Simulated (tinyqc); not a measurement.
Changing the starting thickness h0: spin coating of a resist or spin-on film: centrifugal thinning, evaporation and the final thickness (Emslie and Meyerhofer models). Computed by tinyqc, a small Python program. Command: `OMP_NUM_THREADS=1 python tinyqc.py 3111060 3111061 out.jsonl spincoat sweep`. One thread of a shared host (Intel(R) Xeon(R) Processor @ 2.30GHz), about 0.4 s of CPU time with the checks.

A Newtonian film stays uniform over the wafer; solvent and solids have the same density and the concentration is uniform through the thickness.

Inputs (values chosen for the exercise, of the order of those of a polymer resist in an ester solvent):
```
quantity                                 value          unit
solids volume fraction c0                 0.29             -
kinematic viscosity of the solvent nu_s      2        mm^2/s
viscosity constant k                       760        mm^2/s
viscosity exponent gamma                   3.1             -
spin speed f                              6000           rpm
evaporation rate at 1000 rpm e0          0.062  micrometre/s
time t                                     3.9             s
wafer radius R                             100            mm
shrinkage in the bake                      9.9             %
```

Method:
- omega = 2 pi f/60; nu(c) = nu_s + k c^gamma; evaporation rate e = e0 sqrt(f/1000 rpm).
- Flow constant K = 2 omega^2/(3 nu(c0)); Reynolds number of the air omega R^2/nu_air with nu_air = 15 mm^2/s.
- dh/dt = -K h^3 gives h = h0/sqrt(1 + 2 K h0^2 t); for long times h = 1/sqrt(2 K t).
- Full model for solids s and liquid l per area, h = s + l, c = s/h: ds/dt = -c Q, dl/dt = -(1 - c) Q - e, Q = 2 omega^2 h^3/(3 nu(c)); integrated adaptively (relative tolerance 1e-9) until l = 0.
- Dry film = s at l = 0, before the bake; film after the bake = s x (1 - shrinkage).

One run for each value:
```
starting thickness h0 (micrometre)  dry film (nm)  h(t) without evaporation (micrometre)  time to dry (s)
20                                         796.44                                 2.9591           14.828
39                                         797.04                                 2.9832           14.896
75                                         797.12                                 2.9896           14.913
140                                        797.13                                 2.9913           14.918
280                                        797.13                                 2.9918           14.919
540                                        797.13                                 2.9920           14.919
1000                                       797.13                                 2.9920           14.919
2000                                       797.13                                 2.9920           14.920
```

Over the rows, dry film (nm) rises from 796.44 to 797.13; h(t) without evaporation (micrometre) rises from 2.959 to 2.992; time to dry (s) rises from 14.83 to 14.92. The exponent of dry film stays at 0: the excess is flung off.

Caution (all rows): above a Reynolds number of about 3e5 the air flow near the rim turns turbulent, and evaporation is no longer uniform.
